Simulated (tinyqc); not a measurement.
Worked calculation: tight binding, kagome lattice. One step of it, computed by the program tinyqc.

Problem. Levels at K. Diagonalise the Hermitian matrix.

H(k) at K (eV), order A, B, C:
$$\begin{pmatrix}
0.000000 & -1.175000+0.857365i & -1.175000-0.857365i \\
-1.175000-0.857365i & 0.000000 & -1.175000+0.857365i \\
-1.175000+0.857365i & -1.175000-0.857365i & 0.000000
\end{pmatrix}$$

Give: eigenvalues; weights |c|^2 of the basis functions.

Solution.

eigenvalues (eV): [-2.3500, -0.3100, 2.6600]

weights |c|^2 of the basis functions, order A, B, C:
$$\begin{pmatrix}
0.3333 & 0.3333 & 0.3333 \\
0.3333 & 0.3333 & 0.3333 \\
0.3333 & 0.3333 & 0.3333
\end{pmatrix}$$
